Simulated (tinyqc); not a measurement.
Inside a calculation. Method: empirical pseudopotential in a few plane waves. One step of it, computed by the program tinyqc.

Problem. Bloch Hamiltonian at G. Basis: the 15 shortest G (labels in 2 pi/a), the same at every k. H(G,G') = c |k + G|^2 delta + VS(|G-G'|^2) cos((G-G').tau) + i VA sin((G-G').tau), tau = a/8 (1,1,1); 1 Ry = 13.605693 eV.

Parameters chosen for this model: fcc lattice, atoms at +/- a/8 (1,1,1); form factors in rydberg at |G|^2 in units of (2 pi/a)^2:
```
parameter                 value      unit
a                      5.850000  angstrom
VS(3)                 -0.247000        Ry
VS(8)                  0.031000        Ry
VS(11)                 0.060000        Ry
VA(3)                  0.061000        Ry
VA(4)                  0.061000        Ry
VA(11)                 0.019000        Ry
hbar^2/2m (2 pi/a)^2   4.395122        eV
```

k point G (2 pi / a): 0  0  0

Give: H(k) at G.

Solution.

H(k) at G (eV):
```
               +0+0+0         -1-1-1         -1-1+1         -1+1-1
+0+0+0          0.000   2.376+0.587i  -2.376+0.587i  -2.376+0.587i
-1-1-1   2.376-0.587i         13.185   0.000-0.830i   0.000-0.830i
-1-1+1  -2.376-0.587i   0.000+0.830i         13.185          0.422
-1+1-1  -2.376-0.587i   0.000+0.830i          0.422         13.185
-1+1+1  -2.376+0.587i         -0.422   0.000+0.830i   0.000+0.830i
+1-1-1  -2.376-0.587i   0.000+0.830i          0.422          0.422
+1-1+1  -2.376+0.587i         -0.422   0.000+0.830i          0.000
+1+1-1  -2.376+0.587i         -0.422          0.000   0.000+0.830i
+1+1+1   2.376+0.587i          0.000         -0.422         -0.422
-2+0+0   0.000-0.830i  -2.376+0.587i  -2.376-0.587i  -2.376-0.587i
+0-2+0   0.000-0.830i  -2.376+0.587i  -2.376-0.587i   0.577-0.183i
+0+0-2   0.000-0.830i  -2.376+0.587i   0.577-0.183i  -2.376-0.587i
+0+0+2   0.000+0.830i  -0.577-0.183i   2.376+0.587i  -0.577+0.183i
+0+2+0   0.000+0.830i  -0.577-0.183i  -0.577+0.183i   2.376+0.587i
+2+0+0   0.000+0.830i  -0.577-0.183i  -0.577+0.183i  -0.577+0.183i

               -1+1+1         +1-1-1         +1-1+1         +1+1-1
+0+0+0  -2.376-0.587i  -2.376+0.587i  -2.376-0.587i  -2.376-0.587i
-1-1-1         -0.422   0.000-0.830i         -0.422         -0.422
-1-1+1   0.000-0.830i          0.422   0.000-0.830i          0.000
-1+1-1   0.000-0.830i          0.422          0.000   0.000-0.830i
-1+1+1         13.185          0.000          0.422          0.422
+1-1-1          0.000         13.185   0.000-0.830i   0.000-0.830i
+1-1+1          0.422   0.000+0.830i         13.185          0.422
+1+1-1          0.422   0.000+0.830i          0.422         13.185
+1+1+1   0.000+0.830i         -0.422   0.000+0.830i   0.000+0.830i
-2+0+0   2.376-0.587i   0.577-0.183i  -0.577-0.183i  -0.577-0.183i
+0-2+0  -0.577-0.183i  -2.376-0.587i   2.376-0.587i  -0.577-0.183i
+0+0-2  -0.577-0.183i  -2.376-0.587i  -0.577-0.183i   2.376-0.587i
+0+0+2  -2.376+0.587i  -0.577+0.183i  -2.376+0.587i   0.577+0.183i
+0+2+0  -2.376+0.587i  -0.577+0.183i   0.577+0.183i  -2.376+0.587i
+2+0+0   0.577+0.183i   2.376+0.587i  -2.376+0.587i  -2.376+0.587i

               +1+1+1         -2+0+0         +0-2+0         +0+0-2
+0+0+0   2.376-0.587i   0.000+0.830i   0.000+0.830i   0.000+0.830i
-1-1-1          0.000  -2.376-0.587i  -2.376-0.587i  -2.376-0.587i
-1-1+1         -0.422  -2.376+0.587i  -2.376+0.587i   0.577+0.183i
-1+1-1         -0.422  -2.376+0.587i   0.577+0.183i  -2.376+0.587i
-1+1+1   0.000-0.830i   2.376+0.587i  -0.577+0.183i  -0.577+0.183i
+1-1-1         -0.422   0.577+0.183i  -2.376+0.587i  -2.376+0.587i
+1-1+1   0.000-0.830i  -0.577+0.183i   2.376+0.587i  -0.577+0.183i
+1+1-1   0.000-0.830i  -0.577+0.183i  -0.577+0.183i   2.376+0.587i
+1+1+1         13.185  -0.577-0.183i  -0.577-0.183i  -0.577-0.183i
-2+0+0  -0.577+0.183i         17.580          0.422          0.422
+0-2+0  -0.577+0.183i          0.422         17.580          0.422
+0+0-2  -0.577+0.183i          0.422          0.422         17.580
+0+0+2  -2.376-0.587i         -0.422         -0.422          0.000
+0+2+0  -2.376-0.587i         -0.422          0.000         -0.422
+2+0+0  -2.376-0.587i          0.000         -0.422         -0.422

               +0+0+2         +0+2+0         +2+0+0
+0+0+0   0.000-0.830i   0.000-0.830i   0.000-0.830i
-1-1-1  -0.577+0.183i  -0.577+0.183i  -0.577+0.183i
-1-1+1   2.376-0.587i  -0.577-0.183i  -0.577-0.183i
-1+1-1  -0.577-0.183i   2.376-0.587i  -0.577-0.183i
-1+1+1  -2.376-0.587i  -2.376-0.587i   0.577-0.183i
+1-1-1  -0.577-0.183i  -0.577-0.183i   2.376-0.587i
+1-1+1  -2.376-0.587i   0.577-0.183i  -2.376-0.587i
+1+1-1   0.577-0.183i  -2.376-0.587i  -2.376-0.587i
+1+1+1  -2.376+0.587i  -2.376+0.587i  -2.376+0.587i
-2+0+0         -0.422         -0.422          0.000
+0-2+0         -0.422          0.000         -0.422
+0+0-2          0.000         -0.422         -0.422
+0+0+2         17.580          0.422          0.422
+0+2+0          0.422         17.580          0.422
+2+0+0          0.422          0.422         17.580
```
